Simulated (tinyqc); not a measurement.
Inside a calculation. Method: FCI on RHF in the 3-21g basis, for H2, spin multiplicity 1. One step of it, computed by the program tinyqc.

Question. Iteration 6 (converged): orbitals. Diagonalise F' = X^T F X, C = X C', fill 1 alpha and 1 beta electrons from the bottom; D = 2 C_occ C_occ^T. Each column has its largest component positive (the first on a tie).

converged F (hartree), lower triangle:
```
           1H 1s      1H 2s      2H 1s      2H 2s
1H 1s   0.207898
1H 2s  -0.427323  -0.320645
2H 1s  -0.410798  -0.421081   0.207898
2H 2s  -0.421081  -0.379831  -0.427323  -0.320645
```

X:
```
               1          2          3         4
1H 1s  -0.679038   0.871900   0.689302  0.273157
1H 2s   1.628569  -0.679895   0.287407  0.350297
2H 1s   0.679038   0.871900  -0.689302  0.273157
2H 2s  -1.628569  -0.679895  -0.287407  0.350297
```

Give: F' = X^T F X; orbital energies; coefficients C; D after iteration 6.

Answer.

F' = X^T F X (hartree), lower triangle:
```
        1      2      3       4
1   0.912
2   0.000  1.056
3  -0.535  0.000  0.593
4   0.000  0.034  0.000  -0.527
```

orbital energies (hartree): MO1 -0.528, MO2 0.194, MO3 1.056, MO4 1.311

coefficients C:
```
         MO1     MO2     MO3     MO4
1H 1s  0.254   0.147   0.878  -0.956
1H 2s  0.365   1.204  -0.672   1.134
2H 1s  0.254  -0.147   0.878   0.956
2H 2s  0.365  -1.204  -0.672  -1.134
```

D after iteration 6, lower triangle:
```
       1H 1s  1H 2s  2H 1s  2H 2s
1H 1s  0.129
1H 2s  0.186  0.266
2H 1s  0.129  0.186  0.129
2H 2s  0.186  0.266  0.186  0.266
```
